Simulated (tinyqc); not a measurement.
## Disorder broadening of a one-dimensional band in the self-consistent Born approximation: density of states across the band

The local Green function is G = g0(z - Sigma) with z = E + i eta and g0(z) = 1/(sqrt(z - 2t) sqrt(z + 2t)), principal roots; the self-energy is Sigma = D G. The density of states is -Im G/pi.

Sigma is iterated to self-consistency (retarded branch, Im Sigma < 0); first Born means Sigma = D g0(z) put once into G = g0(z - Sigma); clean means Sigma = 0.

Parameters, values chosen for the exercise: hopping t = 2 eV; variance of the random site energy D = 0.43 eV^2; bare broadening eta = 0.002 eV.

Density of states across the band:
```
E (eV)	Re Sigma (eV)	Im Sigma (eV)	DOS, self-consistent (1/eV)	DOS, first Born (1/eV)	DOS, clean (1/eV)
0	0	-0.10746	0.079548	0.079548	0.079577
0.545	4.1519e-4	-0.10847	0.080292	0.080294	0.080327
1.089	9.3102e-4	-0.11165	0.082651	0.082657	0.082701
1.634	0.0017208	-0.11765	0.087090	0.087108	0.087183
2.178	0.0031978	-0.12787	0.094657	0.094713	0.094875
2.723	0.0067558	-0.14579	0.10792	0.10813	0.10864
3.268	0.019323	-0.18057	0.13367	0.13490	0.13800
3.812	0.086640	-0.24041	0.17797	0.15557	0.26265
4.357	0.27623	-0.18703	0.13845	0.0043469	5.3825e-4
4.901	0.17024	-2.8892e-4	2.1388e-4	1.9689e-4	1.3738e-4
5.446	0.12240	-1.1149e-4	8.2535e-5	8.1258e-5	6.8680e-5
```

Read the table: what changes, and by how much?

The self-consistent density of states goes from 0.0795 through a maximum of 0.178 (at E = 3.812 eV among the rows listed) to 8.25e-5 1/eV. The clean band ends at 2t = 4.00 eV; at E = 4.357 eV, beyond it, the self-consistent value is 0.138 against 5.38e-4 clean: disorder widens the band. By ratio, first Born differs most at E = 4.357 eV, where it is 0.031 times the self-consistent value.

Range of the model: The self-consistent Born approximation misses band tails from rare fluctuations and localisation.

Computed by the program tinyqc: `OMP_NUM_THREADS=1 python tinyqc.py 2720029 2720030 out.jsonl`, one thread of a shared Intel Xeon 2.30GHz, about 0.01 s for the whole run.
